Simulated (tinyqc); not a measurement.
Bloch-Grueneisen resistivity of a metal: one step, computed by the program tinyqc.

Electrons scatter from a Debye spectrum of phonons (n = 5 for scattering within one band, n = 3 for scattering into a second, heavy band) and from static defects.

Task: The integral and the phonon part. J_n(y) = int_0^y x^n e^x/(e^x - 1)^2 dx, by 96 Gauss-Legendre points (upper limit at most 60). rho_ph = (n - 1) rho_1 (T/Theta)^n J_n(Theta/T), with rho_1 = 2 pi lambda_tr k_B Theta/(hbar eps_0 w_p^2), the high-temperature line at T = Theta.

Inputs (values chosen for the exercise, modelled on platinum): exponent n = 5; Debye temperature Theta = 216 K; temperature T = 40 K.

Addition: T^2 term.

rho_1 = 7.852245 microohm cm

Give: Theta/T; J_n; phonon resistivity rho_ph.

Result:

Theta/T = 5.4

J_n = 58.74

phonon resistivity rho_ph = 0.4018 microohm cm

This is 27.6 % of the straight line rho_1 T/Theta.
